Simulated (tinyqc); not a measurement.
Threshold-voltage variability of a planar MOSFET, analytic estimates: two steps of the calculation.

Three independent sources add in quadrature: random dopants in the depleted layer, metal-gate grains of two orientations, and roughness of the two gate edges acting through the roll-off VT = VT(long) - Vr exp(-L/l). These are first-order estimates: no three-dimensional electrostatics, no percolation.

Values chosen for this exercise; material values close to those of silicon:
- T = 273 K (temperature)
- Eg = 1.13 eV (band gap)
- eps_r = 11.9 (relative permittivity of the semiconductor)
- Nc = 2.41e19 cm^-3 (conduction-band density of states at T)
- Nv = 2.26e19 cm^-3 (valence-band density of states at T)
- Na = 9.4e17 cm^-3 (channel doping)
- ti = 2.4 nm (oxide-equivalent thickness in inversion)
- L = 65 nm (gate length)
- W = 74 nm (gate width)
- Nb = 8388608 (number of cells)
- Y = 0.99 (wanted yield)

Constants: q = 1.602176634e-19 C, kB = 1.380649e-23 J/K, Vt = kB T/q, eps0 = 8.8541878128e-14 F/cm where lengths are in cm. Results are converted to the units shown.

Problem 1. Random dopants. ni = sqrt(Nc Nv) exp(-Eg/(2 Vt)), Eg in volts; Cox = 3.9 eps0/ti; Wd = sqrt(4 eps0 eps_r Vt ln(Na/ni)/(q Na)); dopants: s1 = (q/Cox) sqrt(Na Wd/(3 L W)). The slope A1 = s1 sqrt(L W); mean number of dopants Na L W Wd.

Wanted: Cox; Wd; mean number of dopants; A1; s1.

Solution 1.

Cox = 1.439 uF/cm^2
Wd = 37.01 nm
mean number of dopants = 167.3
A1 = 1.199 mV um
s1 = 17.29 mV

Counting alone, 1/sqrt(N) of the depletion voltage q Na Wd/Cox = 387 mV, would give sqrt(3) times more: dopants deep in the layer act less on the surface.

Problem 2. Margin in standard deviations for the wanted yield. Cells fail independently with probability Q(k) = erfc(k/sqrt(2))/2 when the margin is k standard deviations, and Y = exp(-Nb Q(k)). phi = exp(-k^2/2)/sqrt(2 pi). Newton steps on ln Q(k) = ln(-ln(Y)/Nb): k(new) = k + [ln Q - ln(-ln(Y)/Nb)] Q/phi.

k after iteration 1 = 7.2444074

Give: Q(k); phi; k after iteration 2.

Solution 2.

Q(k) = 2.1717e-13
phi = 1.6022e-12
k after iteration 2 = 6.0766

Computed by the program tinyqc: `OMP_NUM_THREADS=1 python tinyqc.py 2090156 2090157 out.jsonl`, one thread of a shared Intel Xeon 2.30GHz, about 0.01 s for the whole run.
